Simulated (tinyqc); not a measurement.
# Metal gate on a two-layer dielectric stack with fixed charge and a dipole: two studies

Gate, layer 2, layer 1, p-type semiconductor; x runs from the gate inwards. Charges are counted in units of +q. psi is the band bending at the surface, positive towards inversion. Classical charge, Boltzmann statistics, no interface traps.

Values chosen for this exercise; band and dielectric values close to those of silicon, layer 1 close to aluminium oxide, layer 2 close to hafnium oxide:
```
symbol,value,unit,meaning
T,350,K,temperature
Eg,1.12,eV,band gap
eps_r,11.6,,relative permittivity
Nc,3.6e19,cm^-3,conduction-band density of states at T
Nv,3.31e19,cm^-3,valence-band density of states at T
chi,4.12,eV,electron affinity
Na,6.7e16,cm^-3,acceptor density
pM,4.06,eV,work function of the gate metal
t1,0.8,nm,"thickness of layer 1, next to the semiconductor"
e1,9.17,,relative permittivity of layer 1
t2,5.5,nm,"thickness of layer 2, next to the gate"
e2,21.4,,relative permittivity of layer 2
Q1,1.1e11,cm^-2,fixed charge at the semiconductor interface
Q2,1.1e12,cm^-2,fixed charge between the layers
r1,0,cm^-3,uniform charge density in layer 1
r2,0,cm^-3,uniform charge density in layer 2
Vd,0,V,flat-band shift by a dipole layer between the layers
```

Constants: q = 1.602176634e-19 C, kB = 1.380649e-23 J/K, Vt = kB T/q, eps0 = 8.8541878128e-14 F/cm where lengths are in cm. Results are converted to the units shown.

Each table varies one quantity; the others keep the values above.

## Threshold against doping

EOT = 3.9 (t1/e1 + t2/e2), Cox = eps0/(t1/e1 + t2/e2); phi_ms = pM - (chi + Eg - Vt ln(Nv/Na)). Vfb = phi_ms + Vd - (q/eps0) [Q1 (t1/e1 + t2/e2) + Q2 t2/e2 + r1 (t1^2/(2 e1) + t1 t2/e2) + r2 t2^2/(2 e2)]: each charge counts with its electrical distance from the gate. ni = sqrt(Nc Nv) exp(-Eg/(2 Vt)), Eg in volts, pB = Vt ln(Na/ni), Vth = Vfb + 2 pB + sqrt(4 q eps0 eps_r Na pB)/Cox.

Results:

| Na (cm^-3) | phi_ms (V) | 2 pB (V) | Qd/Cox (V) | Vth (V) |
|---|---|---|---|---|
| 1e15 | -0.86611 | 0.48969 | 0.0049358 | -0.42950 |
| 2.8e15 | -0.89716 | 0.55179 | 0.0087673 | -0.39461 |
| 2e16 | -0.95646 | 0.67039 | 0.025827 | -0.31825 |
| 5.3e16 | -0.98586 | 0.72918 | 0.043848 | -0.27084 |
| 1.4e17 | -1.0152 | 0.78777 | 0.074074 | -0.21132 |
| 3.8e17 | -1.0453 | 0.84800 | 0.12662 | -0.12866 |
| 1e18 | -1.0745 | 0.90637 | 0.21235 | -0.013740 |
| 2.7e18 | -1.1044 | 0.96628 | 0.36027 | 0.16414 |

Estimate the missing row, Na = 7.5e15 cm^-3.

Computed row:

| Na (cm^-3) | phi_ms (V) | 2 pB (V) | Qd/Cox (V) | Vth (V) |
|---|---|---|---|---|
| 7.5e15 | -0.92688 | 0.61123 | 0.015102 | -0.35856 |

With this row back in the table: Vth rises from -0.429 to 0.164 V. Of the change, phi_ms + 2 pB gives 238 mV (Vt ln 10 a decade) and the depletion charge 355 mV, growing as Na^(0.54).

## Flat band against the thickness t2

Same model as above.

Result of one run:

| t2 (nm) | EOT (nm) | Vfb (V) | Vth (V) |
|---|---|---|---|
| 1 | 0.5225 | -1.005 | -0.2422 |

What becomes of these results when the thickness of layer 2, next to the gate t2 is changed from 1 to 1.7 nm, all else the same?

Result of the changed run:

| t2 (nm) | EOT (nm) | Vfb (V) | Vth (V) |
|---|---|---|---|
| 1.7 | 0.6501 | -1.012 | -0.2446 |

The whole series:

| t2 (nm) | EOT (nm) | Vfb (V) | Vth (V) |
|---|---|---|---|
| 1 | 0.5225 | -1.005 | -0.2422 |
| 1.7 | 0.6501 | -1.012 | -0.2446 |
| 2.4 | 0.7776 | -1.019 | -0.2471 |
| 3.1 | 0.9052 | -1.026 | -0.2495 |
| 3.9 | 1.051 | -1.035 | -0.2523 |
| 4.6 | 1.179 | -1.042 | -0.2547 |
| 5.3 | 1.306 | -1.049 | -0.2571 |
| 6 | 1.434 | -1.056 | -0.2596 |

Vfb falls from -1.00 to -1.06 V and Vth falls from -0.242 to -0.260 V. The slope dVfb/dEOT is -56.1 mV/nm between the first two rows and -56.1 between the last two: a straight line, set by the charge below the growing layer, which reads as 1.21e12 cm^-2. A line through the end rows meets EOT = 0 at -0.976 V, against phi_ms + Vd = -0.993 V; an effective work function read from it is off by 17.4 mV from pM.

Program tinyqc, `OMP_NUM_THREADS=1 python tinyqc.py 2010071 2010072 out.jsonl`; Intel Xeon 2.30GHz, shared host, one thread, about 0.01 s.
